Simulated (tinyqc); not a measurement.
What each parameter does: nanosheet or nanowire with hard walls, valleys of the Si type.

Six ellipsoidal valleys along the cube axes: inverse mass tensor w = 1/mt + (1/ml - 1/mt) a a^T with a the unit axis. Device axes: x along the channel, z = [001], y = z x x.

Hard walls around a W x H rectangle. The block w_c of w in (y, z) confines; the transport mass follows from 1/m_x = w_xx - w_xc w_c^-1 w_cx. The cross-section problem c (w_yy ky^2 + 2 w_yz ky kz + w_zz kz^2), c = hbar^2/2m0, is solved in products sin(n pi y/W) sin(l pi z/H), n, l = 1 to 12; if w_yz = 0 the levels are c pi^2 (w_yy n^2/W^2 + w_zz l^2/H^2). The w_yz term couples (n, l) to (n', l') by -2 c w_yz D_nn'(W) D_ll'(H) with D_nm(L) = 4 n m/(L (n^2 - m^2)) for n + m odd and 0 otherwise.

Without degeneracy the line density is N1 exp((EF - Ec)/kB T) with N1 = sum 2 g sqrt(m_x kB T/(4 pi c)) exp(-E/kB T), here over n, l up to 80 where w_yz = 0 and over all levels of a 12 x 12 sine basis otherwise; the classical value is W H Nc with Nc = 2 g_all (m_dos kB T/(4 pi c))^(3/2), m_dos = (ml mt^2)^(1/3); dVt = kB T ln(W H Nc/N1).

Constants: hbar^2/2m0 = 3.80998211 eV angstrom^2; kB = 8.617333262e-05 eV/K.

Parameters, chosen for this exercise (near those of Si; not measured data):
- ml = 0.911 m0 (longitudinal mass)
- mt = 0.192 m0 (transverse mass)
- T = 350 K (temperature)
- g_all = 6 (number of valleys)
- channel = 110 (transport direction x on a (001) wafer)
- W = 40 angstrom (width, along y)
- H = 38 angstrom (height, along z = [001])

E1 and E2 are the two lowest subband edges over all groups.

One parameter was then changed.

Results before and after:
```
case     E1 (eV)  E2 - E1 (meV)  m_x of lowest (m0)  dVt (mV)
base      0.1510           58.7               0.192     143.5
changed   0.1400           52.0               0.211     132.0
```

Which of these changes was made? (a) ml = 1.002 m0; (b) T = 400 K; (c) H = 32 angstrom; (d) mt = 0.211 m0; (e) W = 30 angstrom.

Answer: (d) mt = 0.211 m0. Of the candidates, run in turn, only this one gives the changed row.

All candidates:
```
case             E1 (eV)  E2 - E1 (meV)  m_x of lowest (m0)  dVt (mV)
base              0.1510           58.7               0.192     143.5
W = 30 angstrom   0.2462           21.2               0.192     212.7
H = 32 angstrom   0.1627          102.6               0.192     159.4
T = 400 K         0.1510           58.7               0.192     143.6
ml = 1.002 m0     0.1484           60.2               0.192     142.0
mt = 0.211 m0     0.1400           52.0               0.211     132.0
```

Run: tinyqc, `OMP_NUM_THREADS=1 python tinyqc.py 1281941 1281942 out.jsonl`; Intel(R) Xeon(R) Processor @ 2.30GHz, one thread, shared host; about 0.03 s of CPU time with all checks.
